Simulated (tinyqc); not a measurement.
Worked calculation: Ewald sum of point charges, fluorite lattice. Computed by tinyqc, a small Python program that keeps every step. Command: `OMP_NUM_THREADS=1 python tinyqc.py 28501 28502 out.jsonl` (the two numbers bound the seeds that draw the settings). One thread of a shared host (Intel(R) Xeon(R) Processor @ 2.60GHz), about 0.06 s of CPU time with the checks.

## Ewald sum with eta = 0.354 1/bohr

cell vectors (rows) (bohr):
```
,1,2,3
1,0.000000,5.040000,5.040000
2,5.040000,0.000000,5.040000
3,5.040000,5.040000,0.000000
```

Charges:
```
q,f1,f2,f3
2.000000,0.000000,0.000000,0.000000
-1.000000,0.250000,0.250000,0.250000
-1.000000,0.750000,0.750000,0.750000
```

Real space: 1/2 sum q_i q_j erfc(eta r)/r over all images with r > 0; reciprocal space: (2 pi/V) sum_(G != 0) exp(-G^2/4 eta^2)/G^2 |S(G)|^2 with S(G) = sum q exp(i G.r); self term -eta/sqrt(pi) sum q^2; background -pi Q^2/(2 V eta^2), Q the total charge.

Real-space shells (first ones):
```
r (bohr),pairs,sum (hartree)
4.364768,16,-0.105860
5.040000,12,0.013845
7.127636,36,0.001815
8.357894,48,-0.000164
8.729536,16,0.000011
10.080000,18,8.04e-07
10.984425,48,-1.67e-07
11.269783,48,3.58e-08
12.345428,72,3.73e-09
13.094304,64,-2.71e-10
14.255273,36,0
14.908521,96,0
```

Reciprocal shells (first ones that count):
```
G^2 (1/bohr^2),vectors,sum (hartree)
1.165628,8,0.065849
1.554171,6,0.068250
4.273969,24,0.000109
4.662512,8,0.000061
7.382310,24,1.28e-07
7.770853,24,2.24e-07
10.490651,32,2.44e-10
```

## The total does not depend on eta

The same sums for other eta.

Totals (hartree per cell):
```
eta,real,reciprocal,self,background,total
0.354000,-0.090353,0.134270,-1.198339,0.000000,-1.15442215
0.475000,-0.011490,0.465008,-1.607940,0.000000,-1.15442215
0.625000,-0.000409,0.961698,-2.115711,0.000000,-1.15442215
```

shortest distance = 4.364768 bohr

Madelung constant -E d / (formula units |q+ q-|) = 2.519392
